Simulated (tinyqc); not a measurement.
# Scattering mobility, thermal velocity and mass from two apparent mobilities

Problem. 1/mu_app = 1/mu_0 + 1/mu_B with the ballistic mobility mu_B = vT L/(2 Vt) and vT = sqrt(2 kB T/(pi m)) (non-degenerate carriers); the mean free path is 2 Vt mu_0/vT. Find mu_0, vT, m and the mean free path.

Values chosen for this exercise: temperature T = 293 K.

Constants: q = 1.602176634e-19 C, kB = 1.380649e-23 J/K, m0 = 9.1093837015e-31 kg, Vt = kB T/q. Results are converted to the units shown.

apparent mobility at L = 25 and 100 nm (cm^2/(V s)): 330.71589  569.49688

Answer. 1/mu_app is linear in 1/L: the slope is 2 Vt/vT and the intercept 1/mu_0.

mu_0 = 750.0 cm^2/(V s)
vT = 1.195e7 cm/s
m = 0.1980 m0
mean free path = 31.70 nm

Program tinyqc, `OMP_NUM_THREADS=1 python tinyqc.py 2380103 2380104 out.jsonl`; Intel Xeon 2.30GHz, shared host, one thread, about 0.01 s.
